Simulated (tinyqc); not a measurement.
Composition profile: interdiffusion in a binary couple: Darken equations, Kirkendall shift and Boltzmann-Matano analysis. Computed by tinyqc, a small Python program. Command: `OMP_NUM_THREADS=1 python tinyqc.py 3001393 3001394 out.jsonl darken walk`. One thread of a shared host (Intel(R) Xeon(R) Processor @ 2.30GHz), about 0.06 s of CPU time with the checks.

x is the mole fraction of B; the molar volume is constant, and the two halves are long enough to count as infinite.

Inputs (values chosen for the exercise, for a model alloy A-B): tracer diffusivity D*_A(0) = 6.8e-16 m^2/s; tracer diffusivity D*_B(0) = 2.4e-16 m^2/s; slope k of ln D* with x = -1.8; regular-solution parameter W = 0.062 eV; temperature T = 1270 K; left composition x_L = 0.31; right composition x_R = 0.57; time t = 310000 s.

Vacancy-wind correction: Manning, fcc.

Constants: k_B = 8.617333262e-05 eV/K.

Method:
- D*_i(x) = D*_i(0) exp(k x); thermodynamic factor Phi = 1 - 2 W x (1 - x)/(k_B T); with f0 = 0.7815, M0 = 2 f0/(1 - f0), den = M0 ((1 - x) D*_A + x D*_B): D_A = D*_A Phi [1 + 2 (1 - x)(D*_A - D*_B)/den], D_B = D*_B Phi [1 - 2 x (D*_A - D*_B)/den]; interdiffusion D~ = x D_A + (1 - x) D_B.
- With lambda = z/sqrt(t), the profile solves d/dlambda (D~ dx/dlambda) + (lambda/2) dx/dlambda = 0 with x = x_L and x_R far to the left and right; z = 0 is the original interface. It is solved as a boundary-value problem in y = lambda/sqrt(D~ at the mean composition) on -12 < y < 12 (collocation, tolerance 1e-8).
- The last column is the error-function profile for a constant D~ taken at the mean composition.

D~ at the mean composition = 1.5052e-16 m^2/s

Profile at time t:
```
y      z (um)        x  dx/dz (1/um)  x for constant D~
-3.0  -20.492  0.31544      0.001247            0.31441
-2.0  -13.662  0.33170      0.003834            0.33045
-1.5  -10.246  0.34804      0.005789            0.34755
-1.0   -6.831  0.37145      0.007915            0.37234
-0.5   -3.415  0.40178      0.009752            0.40408
0.0     0.000  0.43708      0.010732            0.44000
0.5     3.415  0.47359      0.010414            0.47592
1.0     6.831  0.50672      0.008803            0.50766
1.5    10.246  0.53284      0.006427            0.53245
2.0    13.662  0.55062      0.004040            0.54955
3.0    20.492  0.56637      0.001024            0.56559
```

What follows from these numbers?

At the original interface x = 0.4371, against the mean 0.4400. D~ is 0.783 times as large at x_R as at x_L, about the same at both ends.
